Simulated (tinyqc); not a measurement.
Bandgap voltage reference from two bipolar transistors: output against temperature.

Two transistors of area 1 and N carry the same current I. Is(T) = Is (T/T0)^eta exp[(Vg0 q/kB)(1/T0 - 1/T)], VBE1 = Vt ln(I/Is(T)) + I rb, VBE2 = Vt ln(I/(N Is(T))) + I rb/N. The amplifier forces I R1(T) = VBE1 - VBE2 + Vos, with R(T) = R (1 + tc (T - T0)) for both resistors, and the output is Vref = VBE1 + I R2(T). Base currents and the Early effect are neglected.

Vt = kB T/q; I = (Vt ln N + Vos)/(R1(T) - rb (1 - 1/N)).

Parameters, values chosen for the exercise; values of the order met in silicon bipolar transistors: reference temperature T0 = 300 K; band-gap voltage extrapolated to 0 K Vg0 = 1.198 V; temperature exponent of the saturation current eta = 4.2; saturation current of the unit transistor at T0 Is = 1.2e-16 A; area ratio of the second transistor N = 24; resistor across which the difference of VBE falls, at T0 R1 = 5 kohm; temperature coefficient of both resistors tc = 0 ppm/K; offset of the amplifier Vos = 0 mV; series resistance of the unit transistor rb = 11 ohm; output resistor at T0 R2 = 38.25 kohm.

Constants: q = 1.602176634e-19 C, kB = 1.380649e-23 J/K. Results are converted to the units shown.

Output against temperature:
```
T (K),I (uA),VBE1 (V),I R2 (V),Vref (V),Vref - Vref(T0) (mV),dVref/dT (uV/K)
218,11.97,0.8285,0.4577,1.286,-6.772,128.9
233,12.79,0.7988,0.4892,1.288,-4.977,110.6
253,13.89,0.7588,0.5312,1.290,-2.995,87.89
273,14.98,0.7184,0.5732,1.292,-1.450,66.91
298,16.36,0.6673,0.6256,1.293,-0.08364,42.75
323,17.73,0.6156,0.6781,1.294,0.7036,20.53
348,19.10,0.5633,0.7306,1.294,0.9567,-0.02667
373,20.47,0.5106,0.7831,1.294,0.7141,-19.16
398,21.85,0.4574,0.8356,1.293,0.009158,-37.05
423,23.22,0.4038,0.8881,1.292,-1.129,-53.85
```

Read the table: what changes, and by how much?

VBE1 falls by 2.07 mV/K on average and I R2 rises by 2.10 mV/K. The slope of Vref vanishes at T = 348 K. Between 233 and 398 K Vref spans 5.93 mV, or 27.8 ppm/K by the box method (span over the average over T, over 165 K).

Program tinyqc, `OMP_NUM_THREADS=1 python tinyqc.py 2062190 2062191 out.jsonl`; Intel Xeon 2.30GHz, shared host, one thread, about 0.03 s.
